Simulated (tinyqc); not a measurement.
Inside a calculation. Model: grain-boundary trapping model (Seto) of a polycrystalline semiconductor film. Computed by tinyqc, a small Python program that keeps every step. Command: `OMP_NUM_THREADS=1 python tinyqc.py 3017623 3017624 out.jsonl poly walk`. One thread of a shared host (Intel(R) Xeon(R) Processor @ 2.30GHz), about 0.01 s of CPU time with the checks. Intermediate numbers are printed to about 6 digits and carried at full precision; extremes and crossings named in words are read from the listed rows.

Grains of equal size L are joined by thin boundaries with one trap level. Trapped carriers deplete a width W on each side and raise a barrier, crossed by thermionic emission. Dopants are fully ionised, statistics are non-degenerate and mu_g does not depend on T.

Inputs (values chosen for the exercise, modelled on polycrystalline ZnO):
```
quantity                                     value        unit
permittivity eps                               8.3           -
effective mass m                              0.29         m_0
effective density of states at 300 K, N_c  3.8e+18      1/cm^3
grain size L                                   330          nm
trap density Q_t                           1.7e+12      1/cm^2
trap level E_t below the band edge            0.32          eV
doping N                                   6.3e+15      1/cm^3
mobility inside the grains mu_g                140  cm^2/(V s)
temperature T                                  300           K
```

Grain interior: resistance included.

Constants: e = 1.602176634e-19 C; eps_0 = 8.8541878128e-12 F/m; k_B = 8.617333262e-05 eV/K; m_0 = 9.1093837015e-31 kg; k_B = 1.380649e-23 J/K.

## Critical doping

If all traps fill, the grain is just depleted at N* = Q_t/L, with the barrier e Q_t L/(8 eps eps_0).

N* = 5.15152e+16 1/cm^3

barrier at N* with all traps filled = 1.52882 V

The traps stay filled only while e V_B is below E_t - k_B T ln(N_c(T)/N*) = 0.209 eV. The barrier above exceeds that or lies within 2 k_B T of it, so band bending brings the traps close to or above E_F before all fill, and the real maximum is lower.

## Barrier

N_c(T) = N_c (T/300 K)^(3/2). Filled traps Q = Q_t/(1 + (1/2) exp((E_t* - E_F)/k_B T)), where E_t* = e V_B - E_t and E_F are counted from the band edge at the grain centre. Partial depletion: Q = 2 N W, V_B = e N W^2/(2 eps eps_0), E_F = k_B T ln(N/N_c); solve for W. If that W would exceed L/2 the grain is fully depleted: W = L/2, Q = N L, and E_F follows from the trap equation. Centre density n_0 = N_c exp(E_F/k_B T).

depletion width W = 165 nm

barrier V_B = 0.186966 V

E_F = -0.201905 eV

centre density n_0 = 1.54146e+15 1/cm^3

The grain is fully depleted, and n_0 is 0.245 of N. Caution: n_0 is not small against N, so full depletion is a rough description.

## Resistivity and effective mobility

Boundary: sigma_b = L e^2 n_0 exp(-e V_B/k_B T)/sqrt(2 pi m k_B T); drift through the grain, depleted parts included: rho_g = [(1 - 2W/L) + (2W/L) int_0^1 exp(y^2 s^2) ds]/(e n_0 mu_g); rho = 1/sigma_b + rho_g. Mean carrier density n_av = n_0 [(1 - 2W/L) + (2W/L) (sqrt(pi)/2) erf(y)/y], y = sqrt(e V_B/k_B T); effective mobility 1/(e n_av rho).

boundary resistivity = 878.323 ohm cm

drift resistivity rho_g = 3025.39 ohm cm

resistivity rho = 3903.71 ohm cm

mean carrier density = 5.07904e+14 1/cm^3

effective mobility = 3.14797 cm^2/(V s)

A single crystal with the same N and mu_g would have 7.08 ohm cm, a factor 552 lower.

## Activation energy

E_a = d ln(rho)/d(1/k_B T) from T - 5 K and T + 5 K; temperature coefficient d ln(rho)/dT.

activation energy E_a = 0.333416 eV

temperature coefficient = -4.30023 %/K

E_a is close to the trap depth E_t = 0.32 eV, since carriers must leave the traps.

## Against the doping

The formulas are those given above.

The same film:
```
N (1/cm^3)   W (nm)   V_B (V)  mean density (1/cm^3)  mobility (cm^2/(V s))  rho (ohm cm)
1.50e+15    165.000  0.044516            8.48906e+11                101.977   7.20990e+04
5.20e+15    165.000  0.154321            1.27376e+14                  8.506   5.76063e+03
1.30e+16    126.832  0.227959            5.98938e+15                  0.655   1.59105e+03
2.60e+16     90.817  0.233756            1.59070e+16                  0.496   7.90514e+02
4.10e+16     72.777  0.236716            2.82122e+16                  0.450   4.91924e+02
6.20e+16     59.400  0.238464            4.61927e+16                  0.433   3.12402e+02
1.00e+17     46.790  0.238644            7.99140e+16                  0.447   1.74886e+02
2.10e+17     31.690  0.229896            1.81653e+17                  0.661   5.19677e+01
5.20e+17     16.264  0.149930            4.87594e+17                 13.195   9.70128e-01
2.10e+18      4.048  0.037502            2.08304e+18                126.797   2.36311e-02
```

The barrier peaks among these rows at N = 1.0e17 (0.239 V) and the mobility has its minimum at 6.2e16; N* is 5.2e16. While the grain is fully depleted (W = L/2) V_B grows as N; once all traps are filled it falls as 1/N (last exponent -0.99). From 1.3e16 to 2.1e17 it is pinned, because the trap level has met E_F and the traps fill only in part. Partly depleted rows (W < L/2) with e V_B below 2 k_B T stretch the depletion approximation. Where N approaches N_c the non-degenerate statistics fail. rho drops most steeply, as N^-4.4, between 2.1e17 and 5.2e17.

Checks made by the program: charge in the traps against the depleted charge (relative difference below 1e-10).
